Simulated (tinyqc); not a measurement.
Rapid thermal processing of a wafer: radiative balance, ramp and cooling, pattern effects, pyrometer error and spike budget: one step, computed by the program tinyqc. Command: `OMP_NUM_THREADS=1 python tinyqc.py 3112158 3112159 out.jsonl rtp walk`. One thread of a shared host (Intel(R) Xeon(R) Processor @ 2.30GHz), about 0.04 s of CPU time with the checks.

The wafer is opaque and uniform through its thickness unless said otherwise; temperatures in formulas are in kelvin (C + 273.15). sigma = 5.670374419e-12 W/(cm^2 K^4).

Task: Power to hold and to ramp. Effective emissivity between parallel grey plates: eps_eff = 1/(1/eps + 1/(1 - r) - 1). Loss per area q(T) = 2 eps_eff sigma (T^4 - T_w^4) + h (T - T_w). Absorbed power during a ramp = q(T) + C d x ramp rate; thermal time constant tau = C d/(dq/dT), dq/dT = 8 eps_eff sigma T^3 + h; natural cooling rate q/(C d); front-to-back difference under one-sided heating at the end of the ramp = (absorbed power) d/(2 k).

Inputs (values chosen for the exercise, modelled on a hot silicon wafer):

| quantity | value | unit |
|---|---|---|
| wafer thickness d | 525 | micrometre |
| heat capacity per volume C | 2.12 | J/(cm^3 K) |
| thermal conductivity k | 0.2 | W/(cm K) |
| emissivity eps of each face | 0.71 | - |
| reflectivity of the chamber walls r | 0.69 | - |
| gas heat-transfer coefficient h, both faces together | 1.9 | mW/(cm^2 K) |
| wall temperature T_w | 700 | K |
| process temperature | 1030 | C |
| ramp rate | 100 | K/s |

Give: eps_eff; holding power q; power at the end of the ramp; dq/dT; time constant tau; natural cooling rate; front-to-back difference.

Result:

eps_eff = 0.2752

holding power q = 9.396 W/cm^2

power at the end of the ramp = 20.53 W/cm^2

dq/dT = 29.52 mW/(cm^2 K)

time constant tau = 3.770 s

natural cooling rate = 84.42 K/s

front-to-back difference = 2.694 K

Radiation carries 88 % of the loss. The ramp needs 2.2 times the holding power.
